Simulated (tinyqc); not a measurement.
Inside a calculation. Model: velocity overshoot from momentum and energy balance equations after a field step. Computed by tinyqc, a small Python program that keeps every step. Command: `OMP_NUM_THREADS=1 python tinyqc.py 3003762 3003763 out.jsonl overshoot walk`. One thread of a shared host (Intel(R) Xeon(R) Processor @ 2.30GHz), about 0.02 s of CPU time with the checks. Intermediate numbers are printed to about 6 digits and carried at full precision; extremes and crossings named in words are read from the listed rows.

At t = 0 the field jumps from 0 to F in a uniform sample. v is the drift velocity and u = w - (3/2) k_B T the excess energy per carrier.

Inputs (values chosen for the exercise, modelled on electrons in germanium except for tau_E):
```
quantity                      value        unit
effective mass m               0.13         m_0
low-field mobility mu_0        3600  cm^2/(V s)
saturation velocity v_s        0.63    1e7 cm/s
energy relaxation time tau_E   0.37          ps
field after the step F          1.8       kV/cm
lattice temperature T           300           K
time step dt                    520          fs
```

Scheme: explicit Euler.

Constants: m_0 = 9.1093837015e-31 kg; e = 1.602176634e-19 C; k_B = 8.617333262e-05 eV/K.

## Constants and steady state

dv/dt = e F/m - v/tau_m(u), du/dt = e F v - u/tau_E, tau_m(u) = tau_0/(1 + c u), tau_0 = m mu_0/e, c = mu_0/(e tau_E v_s^2); this choice gives the steady state v (1 + mu_0 F v/v_s^2) = mu_0 F, which saturates at v_s. Steady velocity v = 2 mu_0 F/(1 + sqrt(1 + 4 (mu_0 F/v_s)^2)); u = e F v tau_E; carrier temperature T + 2u/(3 k_B), neglecting the drift energy m v^2/2.

tau_0 = 266.087 fs

c = 245.143 1/eV

acceleration e F/m = 0.00243529 1e7 cm/s per fs

steady velocity = 0.394242 1e7 cm/s

steady excess energy = 0.00262565 eV

steady carrier temperature = 320.313 K

tau_E/tau_0 = 1.39, and in the steady state tau_m has shrunk to 161.9 fs.

## First four steps

dv/dt = e F/m - v/tau_m(u), du/dt = e F v - u/tau_E, tau_m(u) = tau_0/(1 + c u), tau_0 = m mu_0/e, c = mu_0/(e tau_E v_s^2); this choice gives the steady state v (1 + mu_0 F v/v_s^2) = mu_0 F, which saturates at v_s. Step: v_new = v + dt (e F/m - v/tau_m(u)), u_new = u + dt (e F v - u/tau_E). Start v = u = 0; the distance adds dt (v + v_new)/2.

Steps:
```
step  t (fs)  v (1e7 cm/s)      u (eV)  tau_m (fs)
1        520       1.26635   0.0000000      266.09
2       1040       0.05794   0.0118530       68.13
3       1560       0.88204  -0.0042629    -5908.94
4       2080       2.22601   0.0099841       77.18
```

After the first step u is still 0, below the drift energy m v^2/2, because the explicit scheme uses the old v: an error of the finite time step.

## The whole transient

Run to 8 times the larger of tau_E and tau_0, but at most 20001 steps, and stop early if |v| > 1000 v_s or u < -1/(2c); the run is accepted if the last v is within 0.5 % of the steady value.

Selected steps, the peak among them:
```
step  t (fs)  v (1e7 cm/s)      u (eV)  distance (nm)
1        520       1.26635   0.0000000        32.9251
2       1040       0.05794   0.0118530        67.3567
3       1560       0.88204  -0.0042629        91.7962
```

peak velocity = 1.26635 1e7 cm/s

time of the peak = 520 fs

distance at the peak = 32.9251 nm

last relative deviation from the steady velocity = 1.23730

peak over steady velocity = 3.21211

The run fails. Linearised at the steady state the two equations have the rates -0.0044 +/- 0.0019i per fs; the explicit step is stable only for dt < 2 |Re|/|rate|^2 = 382.2 fs, against dt = 520 fs.

Reruns converge with time step dt = 52.0; or with scheme = implicit in the damping.
